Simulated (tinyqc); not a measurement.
Wider gaps screen less: band offset of a heterojunction with an interface dipole (two-band chains, self-consistent charge).

Sites alternate A, C. Left: A at -G1/2, C at +G1/2, hopping -t1; right: A at D - G2/2, C at D + G2/2, hopping -t2; the bonds across the two interfaces of a ring (C left to A right, C right to A left) have -sqrt(t1 t2). D is the offset of the mid-gaps, so Ev(right) - Ev(left) = D - (G2 - G1)/2 and Ec(right) - Ec(left) = D + (G2 - G1)/2. The closing bond has its sign reversed (antiperiodic ring). Half the levels are filled with two electrons each. The charge moved is q = (electrons on the left) less one a site; the mean over the two interfaces, q/2, is taken as the charge that crosses each, and its dipole opposes the offset: D = D0 - u q/2.

From here on the ring has 24 cells a side.

Values chosen for the exercise (gaps near those of Si and Ge; the chains and D0 are free models, so the offsets are not those of the real pair; not measured data): G1 = 1.08 eV (gap on the left); t1 = 1.98 eV (hopping on the left); t2 = 2.43 eV (hopping on the right); u = 4.5 eV (potential step per electron moved across).

G2 is varied. chi = (q(+0.01) - q(-0.01))/0.02 at D = 0, S = 1/(1 + u chi/2).

Against G2:
```
G2 (eV)  chi (1/eV)       S
0.7         0.59998  0.4255
1.1         0.49013  0.4756
1.5         0.41579  0.5167
2.3         0.31808  0.5829
3.4         0.23578  0.6534
5.5         0.14682  0.7517
7.0         0.10891  0.8032
9.0         0.07552  0.8548
```

chi falls from 0.6000 to 0.0755 1/eV, a factor 7.9, and S rises from 0.426 to 0.855: charge crosses through the tails of states that tunnel into the other gap, and these shorten as the gap widens. u is kept fixed, though a wider gap also screens less and would raise it.

Computed by tinyqc, a small Python program: `OMP_NUM_THREADS=1 python tinyqc.py 1482206 1482207 out.jsonl` (the numbers bound the seed that draws the inputs); one thread of a shared host (Intel(R) Xeon(R) Processor @ 2.30GHz), about 0.3 s for the whole set of steps.
